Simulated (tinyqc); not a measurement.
# Four-point probe, van der Pauw, Hall and spreading-resistance readings of a semiconductor layer, step by step

A worked calculation. Computed by tinyqc, a small Python program that keeps every step. Command: `OMP_NUM_THREADS=1 python tinyqc.py 3112072 3112073 out.jsonl probe walk`. One thread of a shared host (Intel(R) Xeon(R) Processor @ 2.30GHz), about 0.01 s of CPU time with the checks. Intermediate numbers are printed to about 5 digits and carried at full precision; extremes and crossings named in words are read from the listed rows.

The layer is uniform and ohmic; contacts are points unless a radius is given.

Inputs (values chosen for the exercise, modelled on p-type silicon):

| quantity | value | unit |
|---|---|---|
| carrier density n | 4.2e+19 | 1/cm^3 |
| drift mobility mu | 54.4 | cm^2/(V s) |
| layer thickness t | 2400 | micrometre |
| probe spacing s | 1.588 | mm |
| current I | 1 | mA |
| side ratio a/b of the van der Pauw rectangle | 1.9 | - |
| magnetic field B | 0.3 | T |
| Hall factor r_H | 0.93 | - |
| wafer diameter over spacing D/s | 6.3 | - |

Backing of the layer: insulating.

Constants: e = 1.602176634e-19 C.

## Resistivity and sheet resistance

rho = 1/(e n mu); R_s = rho/t.

resistivity rho = 0.0027318 ohm cm

sheet resistance R_s = 0.011382 ohm/square

## Four-point voltage

Collinear probes with equal spacing on a layer with insulating backing: images at depth 2 m t give V = (rho I/(2 pi s)) G, G = 1 + 4 sum_(m>=1) [1/sqrt(1 + (2 m u)^2) - 1/sqrt(4 + (2 m u)^2)], u = t/s; the sum runs to m = 20000, with the tail 3/(32 u^3 M^2) added to the sum for M = 20000. Limits: thick, rho = 2 pi s V/I; thin on an insulator, rho = (pi/ln 2) t V/I.

t/s = 1.5113

G = 1.1936

voltage V = 0.0032679 mV

rho by the thick formula = 0.0032606 ohm cm

rho by the thin formula = 0.0035548 ohm cm

The thick formula is off by +19.4 % and the thin one by +30.1 %.

## Thickness correction

The last two columns give rho(formula)/rho for rho = 2 pi s V/I and rho = (pi/ln 2) t V/I.

Correction against t/s:

| t/s | G | thick formula | thin formula |
|---|---|---|---|
| 0.1 | 13.863 | 13.863 | 1.0000 |
| 0.2 | 6.931 | 6.931 | 1.0000 |
| 0.3 | 4.621 | 4.621 | 1.0000 |
| 0.5 | 2.780 | 2.780 | 1.0026 |
| 0.7 | 2.017 | 2.017 | 1.0187 |
| 1.0 | 1.504 | 1.504 | 1.0852 |
| 1.5 | 1.197 | 1.197 | 1.2955 |
| 2.0 | 1.094 | 1.094 | 1.5781 |
| 3.0 | 1.031 | 1.031 | 2.2304 |
| 5.0 | 1.007 | 1.007 | 3.6319 |

The thin formula holds to 1 % up to t/s = 0.5 and the thick one holds to 1 % from t/s = 5.

## Finite wafer

For a thin circular wafer probed at its centre, R_s = C V/I with C = pi/(ln 2 + ln[((D/s)^2 + 3)/((D/s)^2 - 3)]).

factor C = 3.7196

error if pi/ln 2 is used = 21.851 %

## The two van der Pauw resistances

Thin rectangle with point contacts at the corners; for R_B current and voltage contacts lie along the two sides of length a, for R_A along those of length b: exp(-pi R_A/R_s) = (theta_4/theta_3)^4, exp(-pi R_B/R_s) = (theta_2/theta_3)^4 with q = exp(-pi a/b), theta_2 = 2 sum_(m>=0) q^((m + 1/2)^2), theta_3 = 1 + 2 sum_(m>=1) q^(m^2), theta_4 = 1 + 2 sum_(m>=1) (-1)^m q^(m^2).

R_A = 1.4821e-04 ohm

R_B = 0.011655 ohm

ratio R_B/R_A = 78.635

## Solving the van der Pauw equation

Solve exp(-pi z R_A) + exp(-pi z R_B) = 1 for z = 1/R_s by seven Newton steps from z = 2 ln 2/(pi (R_A + R_B)); f = R_s 2 ln 2/(pi (R_A + R_B)).

Steps:

| step | 1/z (ohm) | left side less 1 |
|---|---|---|
| 0 | 0.026748 | 2.3713e-01 |
| 1 | 0.016220 | 7.6323e-02 |
| 2 | 0.012583 | 1.8156e-02 |
| 3 | 0.011507 | 1.8508e-03 |
| 4 | 0.011384 | 2.4447e-05 |
| 5 | 0.011382 | 4.3959e-09 |
| 6 | 0.011382 | 0 |

R_s found = 0.011382 ohm/square

correction f = 0.42554

Averaging R_A and R_B without f would overstate R_s by 135.0 %.

## Hall reading

V_H = r_H I B/(e n t); apparent density n/r_H; Hall mobility r_H mu; Hall angle tan = r_H mu B (SI).

Hall voltage = 1.7276e-05 mV

apparent density = 4.5161e+19 1/cm^3

Hall mobility = 50.592 cm^2/(V s)

tangent of the Hall angle = 0.0015178

Checks made by the program: thin limit of G, 2 ln 2/u at u = 0.02 (relative difference below 1e-10); R_s recovered (relative difference below 1e-10).
